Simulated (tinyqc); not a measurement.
# Charge-trap memory cell, step by step

Computed by the program tinyqc: `OMP_NUM_THREADS=1 python tinyqc.py 2130006 2130007 out.jsonl`, one thread of a shared Intel Xeon 2.30GHz, about 0.04 s for the whole run. Printed values are rounded.

Channel, tunnel oxide, storage layer, blocking layer, gate. N electrons per area sit in a sheet at the centroid and shift the threshold by U = (q/eps0) N (tb/eb + xc tn/en). EOT = t1 + 3.9 (tn/en + tb/eb); tunnel field F = (Vg - U)/EOT; dN/dt = eta (J/q)(1 - N/Nm). Fowler-Nordheim: J = A F^2 exp(-B/F), A = q^2/(16 pi^2 hbar mo phi) (times 1e14 for A/cm^2 with F in V/nm, emitter mass m0), B = (4/3) sqrt(mo/C) phi^1.5, C = hbar^2/(2 m0).

Parameters, values chosen for the exercise; oxide values close to those of silicon dioxide, storage layer close to silicon nitride, blocking layer close to silicon dioxide: tunnel barrier phi = 3.06 eV; tunnelling mass mo = 0.4 m0; tunnel oxide (permittivity 3.9) t1 = 4.5 nm; storage layer tn = 6.3 nm; its relative permittivity en = 7.3; blocking layer tb = 7.2 nm; its relative permittivity eb = 3.9; charge centroid, share of tn counted from the blocking side xc = 0.6; capture efficiency of an empty layer eta = 0.6; trap density Nm = 7.8e12 cm^-2; storage temperature T = 473 K; shallowest trap depth E1 = 0.97 eV; deepest trap depth E2 = 2.04 eV; attempt frequency nu = 1e13 1/s; gate voltage less flat band and surface potential Vg = 16.6 V; first time step d0 = 3.6e-7 s; growth of the step gr = 1.4; steps n = 10.

Constants: q = 1.602176634e-19 C, kB = 1.380649e-23 J/K, hbar = 1.054571817e-34 J s, m0 = 9.1093837015e-31 kg, Vt = kB T/q, eps0 = 8.8541878128e-14 F/cm where lengths are in cm, hbar^2/(2 m0) = 0.0380998212 eV nm^2. Results are converted to the units shown.

Range of the model: The Fowler-Nordheim form needs F t1 above phi; trap-assisted paths and leakage through the blocking layer are left out.

## Constants of the stack

EOT, the shift for 1e12 electrons per cm^2, the shift with all traps full, and the starting field, current and rate.

EOT = 15.0658 nm
shift for 1e12 cm^-2 = 0.427762 V
shift with all traps full = 3.33654 V
F(0) = 1.10184 V/nm
J(0) = 0.117323 A/cm^2
dN/dt at the start = 4.39362e17 cm^-2 s^-1

## Midpoint steps of growing length

N(half) = N + (d/2) r(N), N(new) = N + d r(N(half)), r = dN/dt; the step starts at d0 and is multiplied by gr each time. Field in the blocking layer (3.9 F + q N/eps0)/eb.

```
step       t (s)   N (cm^-2)    U (V)  F (V/nm)  blocking field (V/nm)
0              0           0  0.00000   1.10184                1.10184
1         3.6e-7  1.49387e11  0.06390   1.09760                1.10453
2        8.64e-7  3.34223e11  0.14297   1.09235                1.10785
3     1.56960e-6  5.56378e11  0.23800   1.08604                1.11185
4     2.55744e-6  8.15324e11  0.34876   1.07869                1.11652
5     3.94042e-6  1.10805e12  0.47398   1.07038                1.12179
6     5.87658e-6  1.42952e12  0.61150   1.06125                1.12757
7     8.58722e-6  1.77353e12  0.75865   1.05148                1.13377
8     1.23821e-5  2.13356e12  0.91266   1.04126                1.14025
9     1.76949e-5  2.50347e12  1.07089   1.03076                1.14691
10    2.51329e-5  2.87790e12  1.23106   1.02012                1.15365
```

A converged integration gives U = 1.242 V at the last time; the steps are 0.89 % below that. The tunnel field falls by 7.42 % while the blocking field rises by 4.70 %.

## Retention after ten years

Retention: filled traps are spread evenly in depth from E1 to E2, and each empties at the rate nu exp(-E/kB T). The share left is the mean of exp(-nu t exp(-E/kB T)) = [kB T/(E2 - E1)] [E1x(nu t exp(-E2/kB T)) - E1x(nu t exp(-E1/kB T))], E1x the exponential integral; traps shallower than about Ed = kB T ln(nu t) are empty. t = 3.15576e8 s.

Ed = 2.01776 eV
share left = 0.0180427
loss a decade while Ed lies between E1 and E2, kB T ln 10/(E2 - E1) = 0.0877134

The sharp-edge estimate (E2 - Ed)/(E2 - E1) is 0.0208; the true edge lies 0.577 kB T deeper.
